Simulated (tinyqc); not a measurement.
Thin (001) film in sp3s* tight binding with raised dangling bonds, step by step. Values are carried at full precision from step to step, so a last printed digit may differ when a step is redone from the rounded ones.

sp3s* tight binding, nearest neighbours only: anion (a) at 0, cation (c) at a/4 (1,1,1), orbitals s, px, py, pz, s* on each; k in units of 2 pi/a. With phases e_j = exp(i (pi/2) k.n_j) for n = (1,1,1), (1,-1,-1), (-1,1,-1), (-1,-1,1): g0 = (e1+e2+e3+e4)/4, g1 = (e1+e2-e3-e4)/4, g2 = (e1-e2+e3-e4)/4, g3 = (e1-e2-e3+e4)/4. The diagonal holds the levels Esa, Epa, Exa (s*) and Esc, Epc, Exc. Anion-cation block: <sa|sc> = Vss g0; <sa|xc> = Vsapc g1; <xa|sc> = -Vscpa g1; <xa|xc> = Vxx g0; <xa|yc> = <ya|xc> = Vxy g3, <xa|zc> = <za|xc> = Vxy g2, <ya|zc> = <za|yc> = Vxy g1; <s*a|xc> = Vxapc g1; <xa|s*c> = -Vpaxc g1; y and z take g2 and g3 in place of g1; s-s* and s*-s* vanish.

Values chosen for the exercise (out of a larger set: near a published set for Si, fitted to gaps, whose masses and valley positions are rough; not measured data): p = (-4.246, 1.732, -4.246, 1.732, 6.618, 6.618, -8.384, 1.707, 4.617, 5.797, 5.797, 5.343, 5.343) eV (order Esa, Epa, Esc, Epc, Exa, Exc, Vss, Vxx, Vxy, Vsapc, Vscpa, Vxapc, Vpaxc); N = 5 (atomic planes in the small film); dl = 30 eV (shift of the dangling hybrids).

## Bulk edges along [001]

Gap at Gamma and minimum on (0,0,kz), kz from 0.5 to 1, from the bulk Ev. States at zero in-plane momentum come from this line alone.

edges (eV): Gamma 3.4140, Delta 1.1729

kz of the minimum = 0.7287 2 pi/a

## The two blocks of the small film

Planes alternate anion (a), cation (c) along [001], a/4 apart, starting with an anion; zero in-plane momentum; levels counted from the bulk Ev, the lower root of [[Epa, Vxx], [Vxx, Epc]]; no spin-orbit coupling. Block of s, pz, s*: from an anion to the cation above, Vss/2 (s,s), Vsapc/2 (s,z), -Vscpa/2 (z,s), Vxx/2 (z,z), Vxapc/2 (s*,z), -Vpaxc/2 (z,s*); to the cation below the same with the s-z and s*-z signs reversed. Block of u = (px + py)/sqrt2 and v = (px - py)/sqrt2: to the cation above (Vxx + Vxy)/2 for u and (Vxx - Vxy)/2 for v, to the cation below the reverse. Each surface atom has two dangling sp3 hybrids; raising both by dl adds (dl/2) [[1, t], [t, 1]] to its s, pz levels (t = -1 at the bottom face, +1 at the top) and dl to the one of u, v in whose plane the missing bonds lie (v for a bottom anion or a top cation, u for a top anion).

Fill them in.

s, pz, s* block (eV), rows sa1, za1, *a1, sc2, zc2, *c2, sa3, za3, *a3, sc4, zc4, *c4, sa5, za5, *a5 and columns alike:
```
[[10.729, -15.000, 0, -4.192, 2.898, 0, 0, 0, 0, 0, 0, 0, 0, 0, 0],
 [-15.000, 16.707, 0, -2.898, 0.854, -2.671, 0, 0, 0, 0, 0, 0, 0, 0, 0],
 [0, 0, 6.593, 0, 2.671, 0, 0, 0, 0, 0, 0, 0, 0, 0, 0],
 [-4.192, -2.898, 0, -4.271, 0, 0, -4.192, 2.898, 0, 0, 0, 0, 0, 0, 0],
 [2.898, 0.854, 2.671, 0, 1.707, 0, -2.898, 0.854, -2.671, 0, 0, 0, 0, 0, 0],
 [0, -2.671, 0, 0, 0, 6.593, 0, 2.671, 0, 0, 0, 0, 0, 0, 0],
 [0, 0, 0, -4.192, -2.898, 0, -4.271, 0, 0, -4.192, 2.898, 0, 0, 0, 0],
 [0, 0, 0, 2.898, 0.854, 2.671, 0, 1.707, 0, -2.898, 0.854, -2.671, 0, 0, 0],
 [0, 0, 0, 0, -2.671, 0, 0, 0, 6.593, 0, 2.671, 0, 0, 0, 0],
 [0, 0, 0, 0, 0, 0, -4.192, -2.898, 0, -4.271, 0, 0, -4.192, 2.898, 0],
 [0, 0, 0, 0, 0, 0, 2.898, 0.854, 2.671, 0, 1.707, 0, -2.898, 0.854, -2.671],
 [0, 0, 0, 0, 0, 0, 0, -2.671, 0, 0, 0, 6.593, 0, 2.671, 0],
 [0, 0, 0, 0, 0, 0, 0, 0, 0, -4.192, -2.898, 0, 10.729, 15.000, 0],
 [0, 0, 0, 0, 0, 0, 0, 0, 0, 2.898, 0.854, 2.671, 15.000, 16.707, 0],
 [0, 0, 0, 0, 0, 0, 0, 0, 0, 0, -2.671, 0, 0, 0, 6.593]]
```

u, v block (eV), rows ua1, va1, uc2, vc2, ua3, va3, uc4, vc4, ua5, va5 and columns alike:
```
[[1.707, 0, 3.162, 0, 0, 0, 0, 0, 0, 0],
 [0, 31.707, 0, -1.455, 0, 0, 0, 0, 0, 0],
 [3.162, 0, 1.707, 0, -1.455, 0, 0, 0, 0, 0],
 [0, -1.455, 0, 1.707, 0, 3.162, 0, 0, 0, 0],
 [0, 0, -1.455, 0, 1.707, 0, 3.162, 0, 0, 0],
 [0, 0, 0, 3.162, 0, 1.707, 0, -1.455, 0, 0],
 [0, 0, 0, 0, 3.162, 0, 1.707, 0, -1.455, 0],
 [0, 0, 0, 0, 0, -1.455, 0, 1.707, 0, 3.162],
 [0, 0, 0, 0, 0, 0, -1.455, 0, 31.707, 0],
 [0, 0, 0, 0, 0, 0, 0, 3.162, 0, 1.707]]
```

## Levels of the small film

Diagonalise both blocks.

levels of the s, pz, s* block (eV): [-11.829, -9.583, -6.291, -2.389, 1.800, 2.005, 3.124, 3.944, 6.593, 6.948, 7.959, 9.388, 9.956, 29.259, 29.262]

levels of the u, v block (eV): [-2.277, -2.277, -0.830, -0.830, 4.200, 4.200, 5.664, 5.664, 31.778, 31.778]

No level lies between 0 and the bulk edge 1.173 eV; confinement has widened the gap at zero in-plane momentum to 2.630 eV.

## Checks

- Lowest conduction level of 201 planes, with the dangling hybrids shifted far away, against the bulk edge: 1.174 against 1.173.

Run: tinyqc, `OMP_NUM_THREADS=1 python tinyqc.py 1450487 1450488 out.jsonl`; Intel(R) Xeon(R) Processor @ 2.30GHz, one thread, shared host; about 0.4 s of CPU time with all checks.
